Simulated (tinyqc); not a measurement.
Time-domain thermoreflectance: layered heat flow under a modulated pulse train, and what the signal ratio measures: one step, computed by the program tinyqc. Command: `OMP_NUM_THREADS=1 python tinyqc.py 3112593 3112594 out.jsonl tdtr walk`. One thread of a shared host (Intel(R) Xeon(R) Processor @ 2.30GHz), about 0.2 s of CPU time with the checks.

Pulses repeat at 80 MHz; heat is laid down at the surface, all layers are isotropic, and the film is in perfect contact with the substrate.

Problem. Length and time scales. Penetration depth sqrt(kappa/(pi f C)); effusivity sqrt(kappa C); cooling time of the metal d C_m/G; Kapitza length kappa/G.

Inputs (values chosen for the exercise, modelled on aluminium on a SiGe alloy):
```
quantity,value,unit
metal thickness d,75,nm
metal heat capacity,2.42,MJ/(m^3 K)
boundary conductance G under the metal,100,MW/(m^2 K)
substrate conductivity kappa,7.89,W/(m K)
substrate heat capacity C,1.68,MJ/(m^3 K)
modulation frequency f,12,MHz
"spot radius w (1/e^2, pump and probe)",5.3,micrometre
```

Stack: metal, film, substrate.

Give: penetration depth; effusivity; cooling time of the metal; Kapitza length; depth over spot radius.

Solution.

penetration depth = 0.35295 micrometre

effusivity = 3640.8 W s^(1/2)/(m^2 K)

cooling time of the metal = 1815 ps

Kapitza length = 78.9 nm

depth over spot radius = 0.066595
